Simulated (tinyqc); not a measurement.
X-ray photoelectron analysis of a thin oxide on a semiconductor: attenuation lengths, thickness, angle series and band offsets: one step, computed by the program tinyqc. Command: `OMP_NUM_THREADS=1 python tinyqc.py 3113436 3113437 out.jsonl xps walk`. One thread of a shared host (Intel(R) Xeon(R) Processor @ 2.30GHz), about 0.01 s of CPU time with the checks.

The same element is seen in the oxide and in the substrate, at nearly the same kinetic energy; films are flat and uniform, and the work function is ignored.

Task: Band offsets by core levels. Valence band offset = (E_core - E_v)(substrate) - (E_core - E_v)(oxide) + (core level separation at the interface, oxide less substrate). The separation is made here from the given offset; a uniform field F that raises the binding energy towards the surface shifts the oxide peak by e F <z>, <z> = d/(1 - exp(-x)) - d/x, x = d/(L_o cos theta), being the mean distance from the interface. Conduction band offset = oxide gap - substrate gap - valence band offset.

Inputs (values chosen for the exercise, modelled on SiO2 on silicon):

| quantity | value | unit |
|---|---|---|
| oxide gap | 8.95 | eV |
| substrate gap | 1.12 | eV |
| oxide thickness d | 2.4 | nm |
| valence band offset used to make the data | 4.54 | eV |
| core level less valence band top, substrate | 98.92 | eV |
| core level less valence band top, thick oxide | 98.61 | eV |
| field in the oxide | 0.34 | MV/cm |

d/(L_o cos theta) = 0.5099550

Give: separation without field; <z>; separation with field; apparent valence band offset; true conduction band offset; apparent conduction band offset.

Result:

separation without field = 4.23 eV

<z> = 1.302 nm

separation with field = 4.274 eV

apparent valence band offset = 4.584 eV

true conduction band offset = 3.29 eV

apparent conduction band offset = 3.246 eV

The field biases both offsets by 0.044 eV, in opposite directions.
